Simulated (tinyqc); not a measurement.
Hydrogenic impurity: series, fields, screening, photoionisation and donor-acceptor pairs: one step, computed by the program tinyqc. Command: `OMP_NUM_THREADS=1 python tinyqc.py 3005640 3005641 out.jsonl hydrogenic walk`. One thread of a shared host (Intel(R) Xeon(R) Processor @ 2.30GHz), about 0.01 s of CPU time with the checks.

One isotropic, parabolic band. Effective units: Ry* and a*, in which H = -nabla^2 - 2/r.

Problem. Effective units and the series. Ry* = Ry m/eps^2, a* = a_0 eps/m; level n is bound by Ry*/n^2; <r> = (3/2) a* in 1s; lines 1s -> np at Ry* (1 - 1/n^2); 1 THz = 4.135667696 meV.

Inputs (values chosen for the exercise, for a model semiconductor): electron mass m = 0.0991 m_0; dielectric constant eps = 8.65.

Parts treated: screening and pairs.

Constants: Ry = 13.605693123 eV; a_0 = 0.529177210903 angstrom; h x 1 THz = 4.135667696 meV.

Give: Ry*; a*; <r> of 1s; Series.

Solution.

Ry* = 18.02 meV

a* = 46.19 angstrom

<r> of 1s = 69.28 angstrom

Series:

| n | binding (meV) | line from 1s (meV) | line (THz) |
|---|---|---|---|
| 2 | 4.505 | 13.52 | 3.268 |
| 3 | 2.002 | 16.02 | 3.873 |
| 4 | 1.126 | 16.89 | 4.085 |
| 5 | 0.721 | 17.30 | 4.183 |
